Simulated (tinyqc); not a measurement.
# MOS inversion layer, Poisson-Schroedinger loop: effect of the temperature

Electrons confined at an insulator interface at z = 0, treated as a hard wall; parabolic valleys, Hartree approximation, no image or exchange terms. The depletion charge lies far deeper than the electrons and gives a uniform field q Nd/(eps0 eps_r); the gate balances all charge. Energies are counted from the band edge at the interface.

Schroedinger equation -(C/mz) psi'' + (V0 + U + dE for set B) psi = E psi, C = hbar^2/(2 m0), psi(0) = 0, on a uniform mesh of 800 nodes with a far wall at 18 nm, 8 levels a set; V0 = q Nd z/(eps0 eps_r); dU/dz = q (Ns - integral of n from 0 to z)/(eps0 eps_r), U(0) = 0; N_k = g md m0 q Vt/(pi hbar^2) ln(1 + exp((EF - E_k)/Vt)), g the number of valleys of the set, sum N_k = Ns. Triangular well: E_k = a_k (C F^2/mz)^(1/3), a_1 = 2.338107, a_2 = 4.087949, C = hbar^2/(2 m0), F in eV/nm. Fang-Howard (all electrons in the lowest level of set A): b^3 = 6 (mz1/C) q (Nd + 11 Ns/32)/(eps0 eps_r), centroid 3/b, level C b^2/(4 mz1) + (3/b) q (Nd + 11 Ns/16)/(eps0 eps_r). The centroid adds 3.9 z_av/eps_r to an oxide-equivalent thickness.

Parameters, values chosen for the exercise; masses and permittivity close to those of silicon (100): relative permittivity eps_r = 11.6; mass along z of valley set A (2 valley(s)) mz1 = 0.927 m0; in-plane density-of-states mass of set A md1 = 0.192 m0; mass along z of valley set B (4 valley(s)) mz2 = 0.192 m0; in-plane density-of-states mass of set B md2 = 0.422 m0; sheet density of electrons Ns = 1.3e13 cm^-2; sheet density of depletion charge Nd = 1.7e12 cm^-2; extra shift of set B (strain) dE = 0 eV.

Constants: q = 1.602176634e-19 C, kB = 1.380649e-23 J/K, hbar = 1.054571817e-34 J s, m0 = 9.1093837015e-31 kg, Vt = kB T/q, eps0 = 8.8541878128e-14 F/cm where lengths are in cm, hbar^2/(2 m0) = 0.0380998212 eV nm^2. Results are converted to the units shown.

The same in every row: Fang-Howard centroid (nm) = 1.24.

Effect of the temperature:
```
T (K)  A1 (meV)  B1 (meV)  EF (meV)  share of A1 (%)  share of set A (%)  centroid z_av (nm)  added oxide equivalent (nm)
20          262       347       342             99.4                99.6                1.18                        0.396
50          262       350       341             96.9                97.6                1.20                        0.405
77          263       353       339             94.6                95.6                1.23                        0.414
120         264       357       337             90.7                92.4                1.27                        0.427
200         266       365       333             83.6                86.5                1.35                        0.452
300         268       375       326             74.9                79.6                1.44                        0.483
400         270       383       317             67.1                73.6                1.53                        0.515
500         272       391       304             60.3                68.4                1.63                        0.549
```

As T goes from 20 to 500, A1 rises from 262 to 272 meV, the share of A1 falls from 99.4 to 60.3 % and the centroid rises from 1.18 to 1.63 nm. The Fang-Howard centroid is 5.6 % above the full one in the first row, where A1 holds 99.4 %, and 24 % below it in the last, where A1 holds 60.3 %.

tinyqc, about 1 s, one thread, Intel Xeon 2.30GHz (shared host): `OMP_NUM_THREADS=1 python tinyqc.py 2160120 2160121 out.jsonl`
